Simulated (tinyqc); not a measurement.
From results back to parameters: nanosheet or nanowire with hard walls, valleys of the Si type. Two cases, with inputs chosen for the exercise.

Problem. In a hard-walled rectangle E(n, l) = c pi^2 (n^2/(m_y W^2) + l^2/(m_z H^2)), c = hbar^2/2m0. Two levels were computed from hidden W and H.

Constants: hbar^2/2m0 = 3.80998211 eV angstrom^2.

Find: width term; height term; W; H.

Method. The difference of the two levels is three times the width term; the rest of E(1, 1) is the height term.

Case 1.

Values chosen (out of a larger set: near those of Si; not measured data): m_y = 0.193 m0 (mass across the width); m_z = 0.906 m0 (mass along the height).

E(1, 1) = 0.032125 eV
E(2, 1) = 0.042273 eV

Solution.

width term = 3.38 meV
height term = 28.74 meV
W = 240.0 angstrom
H = 38.0 angstrom

Case 2.

Values chosen (out of a larger set: near those of Si; not measured data): m_y = 0.189 m0 (mass across the width); m_z = 0.901 m0 (mass along the height).

E(1, 1) = 0.093463 eV
E(2, 1) = 0.234734 eV

Solution.

width term = 47.09 meV
height term = 46.37 meV
W = 65.0 angstrom
H = 30.0 angstrom

Computed by tinyqc, one run a case: `OMP_NUM_THREADS=1 python tinyqc.py N N+1 out.jsonl` with N = 1250717, 1250731; one thread of a shared Intel(R) Xeon(R) Processor @ 2.30GHz, about 0.03 s a run at most.
